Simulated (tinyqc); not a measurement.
# Charge pumping in an n-channel transistor, step by step

Computed by the program tinyqc: `OMP_NUM_THREADS=1 python tinyqc.py 2030142 2030143 out.jsonl`, one thread of a shared Intel Xeon 2.30GHz, about 0.01 s for the whole run. Printed values are rounded.

The gate is pulsed from accumulation to inversion and back. Energies E are counted from the intrinsic level; Dit(E) = D0 [1 + b (2 E/Eg)^2]. During each edge the traps near the bands emit their carriers, and those between Eh and Ee recombine once a cycle.

Parameters, values chosen for the exercise; band and dielectric values close to those of silicon: temperature T = 350 K; band gap Eg = 1.11 eV; conduction-band density of states at 350 K Nc = 3.47e19 cm^-3; valence-band density of states at 350 K Nv = 3.35e19 cm^-3; gate area A = 25 um^2; trap density at midgap D0 = 6.4e11 cm^-2 eV^-1; rise of the trap density towards the band edges b = 0; cross-section for electrons sn = 4.6e-15 cm^2; cross-section for holes sp = 6.4e-16 cm^2; thermal velocity at 350 K, one nominal value for electrons and holes vth = 1.6e7 cm/s; Vth - Vfb dV = 1.1 V; pulse height Va = 2.7 V; frequency f = 75000 Hz; rise time tr = 680 ns; fall time tf = 2300 ns.

Constants: q = 1.602176634e-19 C, kB = 1.380649e-23 J/K, Vt = kB T/q. Results are converted to the units shown.

Range of the model: The Fermi levels of inversion and accumulation are taken to lie beyond Ee and Eh, the flat tops to fill all traps, and no geometric current is added.

## Emission levels

ni = sqrt(Nc Nv) exp(-Eg/(2 Vt)), Eg in volts; emission times te = (dV/Va) tf and th = (dV/Va) tr; Ee = -Vt ln(vth sn ni te), Eh = +Vt ln(vth sp ni th).

ni = 3.47567e11 cm^-3
te = 937.037 ns
th = 277.037 ns
Ee = 0.112528 eV
Eh = -0.208768 eV

The window covers 28.9 % of the gap.

## Pumped charge and current

Nit = integral of Dit from Eh to Ee = D0 [Ee - Eh + 4 b (Ee^3 - Eh^3)/(3 Eg^2)], Qcp = q A Nit, Icp = f Qcp.

Nit = 2.05629e11 cm^-2
mean Dit = 6.4e11 cm^-2 eV^-1
traps pumped a cycle = 51407.3
Icp = 617.726 pA
